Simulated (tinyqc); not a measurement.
Sheet resistance of a shallow doped layer with concentration-dependent mobility and limited activation: one step, computed by the program tinyqc.

A layer of one dopant lies in a background of the opposite type. Current flows parallel to the surface down to the junction; depletion is ignored.

Problem. Local values. C(x) = C_s erfc(x/l). Active density N = min(C, C_a); carriers n = N - C_B; mobility mu = mu_min + (mu_max - mu_min)/(1 + ((N + C_B)/N_r)^alpha). Conductivity e n mu. Depths are 0, 0.2, 0.4, 0.6, 0.8 and 0.95 of x_j.

Inputs (values chosen for the exercise, modelled on boron in silicon): surface concentration C_s = 5.2e+19 1/cm^3; length l = 19 nm; background C_B = 2e+16 1/cm^3; mobility floor mu_min = 48.8 cm^2/(V s); mobility mu_max = 463 cm^2/(V s); reference density N_r = 1.6e+17 1/cm^3; exponent alpha = 0.688; anneal temperature T = 750 C.

Profile: erfc.

junction depth x_j = 47.70001 nm

active limit C_a = 2.714933e+19 1/cm^3

Constants: e = 1.602176634e-19 C.

Give: Along the depth.

Solution.

Along the depth:
```
x (nm)  C (1/cm^3)  N (1/cm^3)  mu (cm^2/(V s))  conductivity (S/cm)
0.00     5.200e+19   2.715e+19             60.6                263.2
9.54     2.484e+19   2.484e+19             61.3                243.7
19.08    8.089e+18   8.089e+18             74.9                 96.8
28.62    1.724e+18   1.724e+18            115.9                 31.6
38.16    2.343e+17   2.343e+17            223.2                  7.7
45.32    3.868e+16   3.868e+16            324.7                  1.0
```
